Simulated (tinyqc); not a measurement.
Conductance of a narrow metal strip with scatterers (square lattice, Green functions): sweeps and comparisons. A value that a table varies takes the place of the one given here.

A strip of W sites across with hard walls, site energy 0 and hopping -t. Mode n = 1 to W has profile chi_n(j) = sqrt(2/(W + 1)) sin(n j pi/(W + 1)) and energy en = -2t cos(n pi/(W + 1)); E = en - 2t cos(kn a). With z_n = exp(i kn a) (Im k > 0 for closed modes, |z| < 1) each lead gives the self-energy -t z_n in mode n. One column carries the site energies v, here a uniform barrier across the strip, as of a grain boundary. In the mode basis V_nm = sum_j chi_n(j) v_j chi_m(j), G = (E - en + 2 t z_n - V)^-1, and t_nm = 2t sqrt(sin(kn a) sin(km a)) G_nm in size for open modes. T = sum |t_nm|^2, conductance (2e^2/h) T.

Constants: e^2/h = 3.874045865e-05 S.

Inputs chosen for the exercise (hopping and spacing of the size met in Cu or Al; the lattice is a model; shifted at random, so the results belong to these values and not to a real crystal):
- t = 1.76 eV (hopping)
- W = 3 (sites across)
- v = (2.5, 2.5, 2.5) eV (site energies in the scattering column)
- a = 2.56 angstrom (spacing)
- E = -0.78 eV (Fermi energy)

## Conductance steps with and without the scatterer

E is varied across the lower half of the band.

Against energy:

| E/t | E (eV) | open modes | T | reflected |
|---|---|---|---|---|
| -3.30 | -5.808 | 1 | 0.1803 | 0.8197 |
| -2.95 | -5.192 | 1 | 0.4486 | 0.5514 |
| -2.65 | -4.664 | 1 | 0.5507 | 0.4493 |
| -2.30 | -4.048 | 1 | 0.6144 | 0.3856 |
| -1.95 | -3.432 | 2 | 0.7371 | 1.2629 |
| -1.65 | -2.904 | 2 | 1.0493 | 0.9507 |
| -1.30 | -2.288 | 2 | 1.1978 | 0.8022 |
| -0.95 | -1.672 | 2 | 1.2578 | 0.7422 |
| -0.65 | -1.144 | 2 | 1.2681 | 0.7319 |
| -0.30 | -0.528 | 3 | 1.5819 | 1.4181 |
| 0.05 | 0.088 | 3 | 1.6583 | 1.3417 |

What can be read from the table?

The clean strip goes from 1 to 3 open modes. The reflected flux ranges from 0.386 (E/t = -2.3) to 1.418 (E/t = -0.3). A uniform barrier reflects each mode by v^2/(v^2 + (2t sin(kn a))^2), most the slow ones just above their thresholds.

## The same scatterer in wider strips

Width (W + 1) a; the strength is the entry of v largest in size. The barrier spans the width. Added resistance (1/T - 1/M)/(2 e^2/h), M the number of open modes.

Against width:

| W | width (angstrom) | M | T | T/M | added resistance (ohm) |
|---|---|---|---|---|---|
| 3 | 10.2 | 3 | 1.4700 | 0.4900 | 4477.6 |
| 4 | 12.8 | 3 | 1.8154 | 0.6051 | 2807.2 |
| 5 | 15.4 | 4 | 2.3240 | 0.5810 | 2327.0 |
| 6 | 17.9 | 5 | 2.7812 | 0.5562 | 2059.3 |
| 8 | 23.0 | 7 | 3.5425 | 0.5061 | 1799.5 |
| 10 | 28.2 | 8 | 4.4487 | 0.5561 | 1287.8 |
| 14 | 38.4 | 11 | 6.1207 | 0.5564 | 935.3 |
| 20 | 53.8 | 16 | 8.6714 | 0.5420 | 681.7 |

How do the results move?

The added resistance is 4478 ohm at W = 3 and 681.7 at W = 20; from W = 10 to 20 it changes by a factor 0.53, where 1/M gives 0.50 and 1/M^2 gives 0.25. A barrier across the strip keeps T/M near a constant (0.51 to 0.56 for W of 8 and more), so its resistance goes as 1/width on average, with steps as modes open: resistance times width runs from 35.9 to 41.5 kohm angstrom there.

## What each change does

Open modes M, T and the added resistance (1/T - 1/M)/(2 e^2/h). Each row changes one parameter from the base and keeps the others.

Results:

| case | M | T | added resistance (ohm) |
|---|---|---|---|
| base | 3 | 1.4700 | 4478 |
| t = 1.83 eV | 3 | 1.5372 | 4094 |
| E = -0.64 eV | 3 | 1.5403 | 4077 |
| v = (3.25, 3.25, 3.25) eV | 3 | 1.1389 | 7030 |

What does this show?

The largest shifts from the base row, up to three for each result and ties (the steps differ in size, so this ranks the rows, not the parameters). M: unchanged at the printed digits by t, E and v. T: v -0.3311, E +0.0703, t +0.0672. added resistance (ohm): v +2552, E -401, t -384.

Computed by tinyqc, a small Python program: `OMP_NUM_THREADS=1 python tinyqc.py 1481172 1481173 out.jsonl` (the numbers bound the seed that draws the inputs); one thread of a shared host (Intel(R) Xeon(R) Processor @ 2.30GHz), about 0.01 s for the whole set of steps.
